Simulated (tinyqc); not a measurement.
## Abrupt p-n junction, non-linear Poisson equation by Newton steps: capacitance and field against bias

One dimension, p side on the left, n side on the right; net doping C = -Na for x < 0 and +Nd for x > 0. The potential psi is counted from the intrinsic level, and the quasi-Fermi potentials are flat: 0 for holes and -V for electrons, so n = ni exp((psi + V)/Vt) and p = ni exp(-psi/Vt) (Boltzmann statistics, full ionisation, no current).

The Poisson equation d/dx(eps0 eps_r dpsi/dx) = -q (p - n + C) is solved on a mesh of more than 1000 nodes that ends in neutral material (psi_p = -Vt ln(Na/ni), psi_n = Vt ln(Nd/ni) - V). C_j = q d/dV of the integral of p over x, from the linearised equation. ni = sqrt(Nc Nv) exp(-Eg/(2 Vt)), Eg in volts. Depletion approximation: Vbi = Vt ln(Na Nd/ni^2), W = sqrt(2 eps0 eps_r (Vbi - V)(1/Na + 1/Nd)/q), xp = W Nd/(Na + Nd), xn = W Na/(Na + Nd), peak field 2 (Vbi - V)/W, capacitance eps0 eps_r/W. The last column applies it to an abrupt Na-Nd junction.

Parameters, values chosen for the exercise; band and dielectric values close to those of silicon:
```
symbol    value   unit                                 meaning
T           293      K                             temperature
Eg         1.12     eV                                band gap
eps_r      11.9                          relative permittivity
Nc      2.73e19  cm^-3  conduction-band density of states at T
Nv      2.58e19  cm^-3     valence-band density of states at T
Na       5.2e17  cm^-3          acceptor density of the p side
Nd       5.4e15  cm^-3             donor density of the n side
```

Constants: q = 1.602176634e-19 C, kB = 1.380649e-23 J/K, Vt = kB T/q, eps0 = 8.8541878128e-14 F/cm where lengths are in cm. Results are converted to the units shown.

Capacitance and field against bias:

| V (V) | peak \|E\| (kV/cm) | C_j (nF/cm^2) | 1/C_j^2 (cm^4/uF^2) | eps0 eps_r/C_j (nm) | abrupt depletion C (nF/cm^2) |
|---|---|---|---|---|---|
| 0 | 48.05 | 24.91 | 1612 | 423.0 | 23.66 |
| -0.86 | 58.20 | 16.78 | 3551 | 627.9 | 16.45 |
| -1.71 | 67.43 | 13.55 | 5448 | 777.7 | 13.39 |
| -2.57 | 76.06 | 11.66 | 7361 | 904.0 | 11.56 |
| -3.43 | 84.09 | 10.39 | 9272 | 1015 | 10.32 |
| -4.29 | 91.60 | 9.457 | 1.118e4 | 1114 | 9.409 |
| -5.14 | 98.57 | 8.748 | 1.307e4 | 1204 | 8.710 |
| -6 | 105.2 | 8.172 | 1.497e4 | 1289 | 8.141 |

What does the table show?

With V going from 0 to -6 V, C_j falls from 24.9 to 8.17 nF/cm^2 and the peak field rises from 48.0 to 105 kV/cm. The slope of 1/C_j^2, read as N = 2/(q eps0 eps_r |slope|), gives 5.25e15 cm^-3 between the first two rows and 5.34e15 cm^-3 between the last two, against Na Nd/(Na + Nd) = 5.34e15 cm^-3; the slopes of all rows agree within 2 %, as for uniform doping at both edges. At the end C_j goes as (Vbi - V)^(-0.50) with Vbi = 0.806 V, and it is 0.38 % above the abrupt depletion formula (at the first row 5.3 % above it).

Computed by the program tinyqc: `OMP_NUM_THREADS=1 python tinyqc.py 2000142 2000143 out.jsonl`, one thread of a shared Intel Xeon 2.30GHz, about 0.02 s for the whole run.
